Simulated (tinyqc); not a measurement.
## Voltage drop against the pad pitch

A grid of 17 by 17 nodes with segments Rx (rows) and Ry (columns); every node draws I1 and the central node kh I1; pads with resistance Rp sit at the nodes whose row and column are multiples of the pitch, counting from 0. The drops u = Vdd - V follow from G u = i, with G the conductance matrix and i the load currents, solved directly.

Parameters, values chosen for the exercise: supply voltage Vdd = 0.7 V; resistance of a horizontal segment Rx = 1.1 ohm; resistance of a vertical segment Ry = 1.6 ohm; resistance from a pad node to the supply Rp = 0.095 ohm; factor on the load at the hot node kh = 1; load current of a node in the large grid I1 = 0.11 mA.

Result of one run:
```
pads  worst drop (mV)  mean drop (mV)  largest drop at a pad (mV)  largest pad current (mA)  worst drop over Vdd (%)
289           0.01045         0.01045                     0.01045                    0.1100                 0.001493
```

Which pad pitch gave this result: 1, 2, 4 or 8 nodes?

pitch = 1 nodes.

The whole series:
columns A: pitch (nodes); B: pads; C: worst drop (mV); D: mean drop (mV); E: largest drop at a pad (mV); F: largest pad current (mA); G: worst drop over Vdd (%)
```
A     B        C        D        E       F         G
1   289  0.01045  0.01045  0.01045  0.1100  0.001493
2    81   0.1902   0.1232  0.04179  0.4399   0.02718
4    25   0.9206   0.6799   0.1630   1.716    0.1315
8     9    3.839    3.180   0.5615   5.911    0.5484
16    4    15.70    13.28   0.7550   7.947     2.243
```

The worst drop goes from 0.0105 to 15.7 mV while the number of pads falls from 289 to 4; between the last two rows it goes as pitch^(2.03). The largest drop at a pad is 100 % of the worst drop in the first row and 4.81 % in the last; the rest falls along the wires.

Program tinyqc, `OMP_NUM_THREADS=1 python tinyqc.py 2770123 2770124 out.jsonl`; Intel Xeon 2.30GHz, shared host, one thread, about 0.1 s.
